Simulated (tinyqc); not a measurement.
## Trap density from the barrier height

Question. In a partly depleted grain with all boundary traps filled, 2 N W = Qt and VB = q N W^2/(2 eps0 eps_r). Find Qt, W and the doping at which VB would equal Vt.

Values chosen for this exercise:

| symbol | value | unit | meaning |
|---|---|---|---|
| T | 300 | K | temperature |
| eps_r | 11.7 |  | relative permittivity |

Constants: q = 1.602176634e-19 C, kB = 1.380649e-23 J/K, Vt = kB T/q, eps0 = 8.8541878128e-14 F/cm where lengths are in cm. Results are converted to the units shown.

doping = 1.8e18 cm^-3
barrier height = 0.13919329 V

Solution. Eliminating W gives VB = q Qt^2/(8 eps0 eps_r N), which falls as 1/N.

Qt = 3.600e12 cm^-2
W = 10.00 nm
doping for VB = Vt = 9.692e18 cm^-3

Numbers from tinyqc (`OMP_NUM_THREADS=1 python tinyqc.py 2830038 2830039 out.jsonl`; about 0.01 s on one thread of a shared Intel Xeon 2.30GHz).
